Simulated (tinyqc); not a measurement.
# Quantum limit of the contact resistance of a two-dimensional channel: two studies

Parabolic band with gv valleys, C = hbar^2/(2 m0), eta = (EF - Ec)/(kB T). Landauer picture: each mode conducts 2 q^2/h, and the contacts and the channel add incoherently in series, 1/Tt - 1 = 2 (1/tc - 1) + L/lam for the total transmission Tt.

Parameters, values chosen for the exercise: temperature T = 300 K; mass m = 0.079 m0; valleys gv = 3; carrier density n = 5.6e12 cm^-2; transmission of each contact tc = 0.49; back-scattering length of the channel lam = 35 nm.

Constants: q = 1.602176634e-19 C, kB = 1.380649e-23 J/K, hbar = 1.054571817e-34 J s, h = 6.62607015e-34 J s, m0 = 9.1093837015e-31 kg, Vt = kB T/q, hbar^2/(2 m0) = 0.0380998212 eV nm^2. Results are converted to the units shown.

Each table varies one quantity; the others keep the values above.

## Quantum limit against density

n = N ln(1 + exp(eta)), N = gv m kB T/(2 pi C); modes per width M = gv sqrt(m kB T/C) Fm(eta)/(2 sqrt(pi)), Fm(x) = (1/sqrt(pi)) int_0^infinity u^(-1/2)/(1 + exp(u - x)) du; at zero temperature M0 = gv kF/pi, kF = sqrt(2 pi n/gv). kB T in eV. RQ = (h/2q^2)/M for the whole device, R = RQ/Tt; the part of one contact is Rc = RQ (1/tc - 1/2) and the channel adds RQ L/lam.

Quantum limit against density:
```
n (cm^-2),eta,M (1/um),M0 (1/um),RQ/2 (ohm um)
1.4e11,-2.878,10.60,51.71,608.9
3.4e11,-1.951,25.33,80.58,254.8
8.3e11,-0.9596,59.51,125.9,108.4
2e12,0.1694,131.5,195.4,49.09
5e12,1.801,270.4,309.0,23.87
1.2e13,4.679,467.3,478.7,13.81
3e13,11.72,754.6,756.9,8.552
7.3e13,28.52,1180,1181,5.468
```

The limit for one contact, RQ/2, falls from 609 to 5.47 ohm um, as n^(-0.98) between the first two rows (eta = -2.9) and n^(-0.50) between the last two (eta = 29); the non-degenerate power is -1 and the degenerate one -1/2. M0 is 4.88 times M in the first row and 0.051 % above it in the last. In 2 of the 8 rows EF lies more than 0.3 eV above Ec, where real bands are no longer parabolic.

## Total resistance against length

Same model as above.

kB T in eV.

Total resistance against length:
```
L (nm),R (ohm um),share of the contacts (%)
3.7,140.62,96.683
7.8,145.79,93.256
17,157.38,86.384
36,181.33,74.975
76,231.76,58.664
160,337.64,40.267
350,577.14,23.557
740,1068.7,12.721
```

What does the table show?

R is a straight line in L with intercept 2 Rc = 136 ohm um; the share of the contacts falls from 96.7 to 12.7 % and is one half at L = lam (2/tc - 1) = 108 nm.

tinyqc, about 0.01 s, one thread, Intel Xeon 2.30GHz (shared host): `OMP_NUM_THREADS=1 python tinyqc.py 2760038 2760039 out.jsonl`
